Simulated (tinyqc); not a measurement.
p-n diode, drift-diffusion by the Gummel loop with Scharfetter-Gummel fluxes: one step of the calculation.

Abrupt junction at x = 0, p side from -Lp, n side to Ln, ohmic contacts. psi is counted from the intrinsic level; n = ni exp((psi - phin)/Vt), p = ni exp((phip - psi)/Vt). Contacts: p side psi = V - Vt ln(Na/ni), p = Na, n = ni^2/Na; n side psi = Vt ln(Nd/ni), n = Nd, p = ni^2/Nd. Constant mobilities, D = mu Vt, Boltzmann statistics, SRH recombination through a mid-gap level, U = (n p - ni^2)/(tp (n + ni) + tn (p + ni)). Current is positive from the p contact to the n contact.

Problem. Recombination and current. U_i as defined. J = Jn at the p contact + Jp at the n contact + q sum w_i U_i - q G sum w_i over the inner nodes, which avoids differences of large majority fluxes: Jn = (q mun Vt/h_0)[n_1 B(d_0) - n_0 B(-d_0)], Jp = (q mup Vt/h_last)[p_(N-1) B(d_last) - p_N B(-d_last)], d_i = (psi_(i+1) - psi_i)/Vt, B(d) = d/(exp(d) - 1), w_i = (h_(i-1) + h_i)/2.

Parameters, values chosen for the exercise; band and dielectric values close to those of gallium arsenide: temperature T = 300 K; electron mobility mun = 5300 cm^2/(V s); hole mobility mup = 330 cm^2/(V s); SRH lifetime of electrons tn = 1e-7 s; SRH lifetime of holes tp = 2e-8 s; uniform generation rate G = 0 cm^-3 s^-1.

Constants: q = 1.602176634e-19 C, kB = 1.380649e-23 J/K, Vt = kB T/q. Results are converted to the units shown.

| node | x (nm) | converged psi (V) | converged n (cm^-3) | converged p (cm^-3) |
|---|---|---|---|---|
| 0 | -5800 | 0.11119169 | 3.0407881e-4 | 4e16 |
| 1 | -2510 | 0.11119168 | 1.4716495e8 | 4.0000000e16 |
| 2 | -1060 | 0.11119168 | 2.1239399e8 | 3.9999999e16 |
| 3 | -429 | 0.11119313 | 2.4089434e8 | 3.9997757e16 |
| 4 | -150 | 0.11159016 | 2.5733821e8 | 3.9388167e16 |
| 5 | -27 | 0.13282007 | 5.9362567e8 | 1.7326827e16 |
| 6 | 27 | 0.29296354 | 2.9113396e11 | 3.5353052e13 |
| 7 | 110 | 0.46365109 | 2.1454508e14 | 4.7955234e10 |
| 8 | 238 | 0.55234361 | 6.6296013e15 | 1.5097828e9 |
| 9 | 434 | 0.56129195 | 9.3715819e15 | 8.7708141e8 |
| 10 | 736 | 0.56163801 | 9.4978745e15 | 5.2348529e8 |
| 11 | 1200 | 0.56164380 | 9.5e15 | 0.0012803318 |

ni = 3.4875711e6 cm^-3

Find: U; Jn at the p contact; Jp at the n contact; recombination; generation; J.

Solution.

| node | U (cm^-3 s^-1) |
|---|---|
| 0 | 0 |
| 1 | 1.4716e15 |
| 2 | 2.1239e15 |
| 3 | 2.4089e15 |
| 4 | 2.5734e15 |
| 5 | 5.9363e15 |
| 6 | 2.9066e18 |
| 7 | 2.3951e18 |
| 8 | 7.5489e16 |
| 9 | 4.3854e16 |
| 10 | 2.6174e16 |
| 11 | 0 |

Jn at the p contact = 9.8195e-6 A/cm^2
Jp at the n contact = 1.5419e-5 A/cm^2
recombination = 7.8954e-6 A/cm^2
generation = 0 A/cm^2
J = 3.3134e-5 A/cm^2

Computed by the program tinyqc: `OMP_NUM_THREADS=1 python tinyqc.py 2240039 2240040 out.jsonl`, one thread of a shared Intel Xeon 2.30GHz, about 0.1 s for the whole run.
